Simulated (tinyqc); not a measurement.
Comparisons within one model: ionisation potential and affinity of a slab from the planar-averaged potential. A value that a table varies takes the place of the one given here.

A model of the planar-averaged electrostatic energy of an electron in a periodic cell of N1 periods of A (L1 = N1 n1 h) and N2 periods of vacuum (L2 = N2 n2 h), on z_j = j h: V(z) = f VA + (1 - f) VB + F t(z), VA = V1[0] + V1[1] cos(2 pi z/(n1 h)) + V1[2] cos(4 pi z/(n1 h)), VB the same with V2, n2 and z - L1. f = [tanh(z/w) - tanh((z - L1)/w) + tanh((z - L1 - L2)/w)]/2 + 1/2; t(z) = z - L1/2 in A and (L1/L2)(L1 + L2/2 - z) beyond, so that the cell is periodic.

Running mean over n points, periodic: for odd n the plain mean of the n points centred on j; for even n the n + 1 points with half weight at both ends. The macroscopic average applies the mean over n1 points and then over n2 points.

Values chosen for the exercise (gap near that of InAs; not measured data):
- h = 0.35 angstrom (grid step)
- n1 = 6 (grid points per period of A)
- n2 = 5 (grid points per period of the vacuum filter)
- V1 = (-9.02, 2.88, -0.61) eV (mean and two harmonics of the potential in A)
- V2 = (0, 0, 0) eV (the same in vacuum)
- w = 0.39 angstrom (width of the interfaces)
- N1 = 4 (periods of A)
- N2 = 4 (periods of vacuum)
- F = 0 eV/angstrom (slope in A from opposite charges on the two interfaces)

## How thick the regions must be

N1 = N2 = N, no slope (F = 0); dV is read at j = floor(N n1/2) and N n1 + floor(N n2/2). The exact value is V2[0] - V1[0].

Results:

| N | L1 (angstrom) | dV (eV) | error (meV) |
|---|---|---|---|
| 1 | 2.10 | 4.3732 | -4646.82 |
| 2 | 4.20 | 8.6348 | -385.24 |
| 3 | 6.30 | 9.0105 | -9.50 |
| 4 | 8.40 | 9.0199 | -0.07 |
| 5 | 10.50 | 9.0200 | 0.00 |
| 6 | 12.60 | 9.0200 | 0.00 |

The error is below 10 meV from N = 3 on. The two windows together span 3.85 angstrom and must fit between the interface tails, which fall as exp(-2 z/w); the errors at N = 2, 3 and 4 are -385.24, -9.50 and -0.07 meV.

## The choice of windows

dV read at j = 12 and 34 after means over the numbers of points listed; ripple is the spread over the five points around each.

Results:

| windows | dV (eV) | ripple in A (meV) | ripple in vacuum (meV) |
|---|---|---|---|
| none | 6.750 | 3405 | 0 |
| 6 only | 9.020 | 0 | 0 |
| 5 only | 8.322 | 1047 | 0 |
| 7 only | 9.519 | 748 | 0 |
| 7, 6 | 9.020 | 0 | 6 |
| 6, 5 | 9.020 | 0 | 1 |

Which rows can be used, and how does a wrong window show?

The last row matches both periods and lies 0 meV from the value of a thick cell, V2[0] - V1[0] = 9.020 eV. Against it the raw potential errs by -2.27 eV. Within 20 meV of it lie: 6 only and 7, 6. A window one point too long leaves a ripple of 748 meV in A, against 0 meV in the last row: the ripple is the sign to look for. Rows to use, with under 30 meV of ripple in both regions once the tilt is taken off: 6 only, 7, 6 and 6, 5. A row with a large ripple can hit the right value only by chance.

Computed by tinyqc, a small Python program: `OMP_NUM_THREADS=1 python tinyqc.py 1850130 1850131 out.jsonl` (the numbers bound the seed that draws the inputs); one thread of a shared host (Intel(R) Xeon(R) Processor @ 2.30GHz), about 0.01 s for the whole set of steps.
